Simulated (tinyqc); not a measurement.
Worked calculation: tight binding, honeycomb lattice. Computed by tinyqc, a small Python program that keeps every step. Settings: t1 = 2.44, t2 = 0.37, phi = 1.57, delta = 0, points = 6. Command: `OMP_NUM_THREADS=1 python tinyqc.py 25191 25192 out.jsonl` (the two numbers bound the seeds that draw the settings). One thread of a shared host (Intel(R) Xeon(R) Processor @ 2.60GHz), about 0.01 s of CPU time with the checks.

## Bloch Hamiltonian at k

Parameters chosen for this model:
```
parameter     value                        unit
t1         2.440000                 eV, nearest
t2         0.370000       eV, second neighbours
phi        1.570000  rad, phase of t2 (Haldane)
delta             0          eV, +/- on A and B
```

k point k (fractions of the reciprocal vectors): 0.380000  -0.230000

H_AB = -t1 (1 + exp(-i k.a1) + exp(-i k.a2)); H_AA = delta - 2 t2 sum cos(k.b + phi), H_BB = -delta - 2 t2 sum cos(k.b - phi), b = a1, a2 - a1, -a2.

H(k) at k (eV):
```
                     A                    B
A             1.713233  -0.967130-0.750465i
B  -0.967130+0.750465i            -1.711613
```

## Levels at k

Diagonalise the Hermitian matrix.

eigenvalues (eV): -2.104168  2.105787

weights |c|^2 of the basis functions:
```
     band 1    band 2
A  0.093244  0.906756
B  0.906756  0.093244
```

## Bloch Hamiltonian at K

k point K (fractions of the reciprocal vectors): 0.333333  0.666667

As before.

H(k) at K (eV):
```
          A          B
A  1.923460   0.000000
B  0.000000  -1.921692
```

## Levels at K

As before.

eigenvalues (eV): -1.921692  1.923460

weights |c|^2 of the basis functions:
```
     band 1    band 2
A  0.000000  1.000000
B  1.000000  0.000000
```

## Bands along a path

The same steps at evenly spaced points between the labelled ones.

Bands along the path (eV):
```
k             band 1    band 2
G          -7.321768  7.318232
G-K 0.25   -6.668256  6.665626
G-K 0.50   -4.922195  4.921605
G-K 0.75   -2.853180  2.854358
K          -1.921692  1.923460
K-M 0.25   -2.051755  2.053422
K-M 0.50   -2.256993  2.258445
K-M 0.75   -2.394551  2.395807
M          -2.439411  2.440589
M-K' 0.25  -2.394551  2.395807
M-K' 0.50  -2.256993  2.258445
M-K' 0.75  -2.051755  2.053422
K'         -1.921692  1.923460
```

With 1 band(s) filled, the highest filled level on these points lies at K' and the lowest empty one at K': a gap of 3.8452 eV, direct.

## Chern number of the lower band

On a 6 x 6 mesh, the phase of the product of overlaps around each plaquette (k1 then k2); the sum over 2 pi is an integer.

plaquette phases (rad):
```
           1          2          3          4          5          6
1   0.000000  -0.006514  -0.123945  -0.186840   0.054995   0.022006
2  -0.006514  -0.057040  -0.178789  -0.522590   0.000000   0.054995
3  -0.123945  -0.178789  -0.414919  -0.764274  -0.522590  -0.186840
4  -0.186840  -0.522590  -0.764274  -0.414919  -0.178789  -0.123945
5   0.054995   0.000000  -0.522590  -0.178789  -0.057040  -0.006514
6   0.022006   0.054995  -0.186840  -0.123945  -0.006514   0.000000
```

Chern number = -1.000000
